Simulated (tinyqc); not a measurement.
From junction depth x_j back to background doping N_B (opposite type): sheet resistance and Hall data of a diffused or implanted layer. Computed by tinyqc, a small Python program. Command: `OMP_NUM_THREADS=1 python tinyqc.py 3019513 3019514 out.jsonl layer inv`. One thread of a shared host (Intel(R) Xeon(R) Processor @ 2.30GHz), about 0.01 s of CPU time with the checks.

Carriers are taken equal to the net active doping down to the junction (full ionisation, which deep dopants in wide-gap hosts do not reach; no spill-over, no depletion), and the Hall factor is 1.

Inputs (values chosen for the exercise, modelled on aluminium in 4H-SiC): peak concentration N_0 = 7.4e+18 1/cm^3; length scale l = 16 nm.

Profile: Gaussian at the surface. Activation: complete.

Method. N(x) = N_0 exp(-x^2/l^2), dose N_0 l sqrt(pi)/2, junction x_j = l sqrt(ln(N_0/N_B)).

Question. A run gave the result below. Find the background doping N_B (opposite type), known to lie between 5e+15 and 1.1e+16 1/cm^3.

junction depth x_j = 42.48426 nm

Answer.

Each step takes the trial c = (a f_b - b f_a)/(f_b - f_a), f being the result less the target and a, b, c the logarithms of the listed values; c replaces end b, the old b replaces a if the sign of f changed, and otherwise f_a is halved.

Scan of the range:
```
background doping N_B (opposite type) (1/cm^3)  junction depth x_j (nm)
5.00e+15                                                        43.2290
5.70e+15                                                        42.8393
6.50e+15                                                        42.4451
7.42e+15                                                        42.0440
8.46e+15                                                        41.6427
9.65e+15                                                        41.2362
1.10e+16                                                        40.8277
```

False position (Illinois rule, in the logarithm of the input) inside the bracket:
```
step        end a        end b        trial  junction depth x_j (nm)
1     5.70000e+15  6.50000e+15  6.41566e+15                  42.4844
2     6.50000e+15  6.41566e+15  6.41601e+15                  42.4843
3     6.50000e+15  6.41601e+15  6.41601e+15                  42.4843
4     6.41601e+15  6.41601e+15  6.41601e+15                  42.4843
```

Junction depth x_j falls at every point of a 13-point scan of the range (every second point is shown), so one value fits; it is bracketed by 5.70e15 and 6.50e15. Answer: background doping N_B (opposite type) = 6.416e15 1/cm^3.

Caution: the layer is not thick against surface and junction depletion widths, which remove carriers that this model counts.
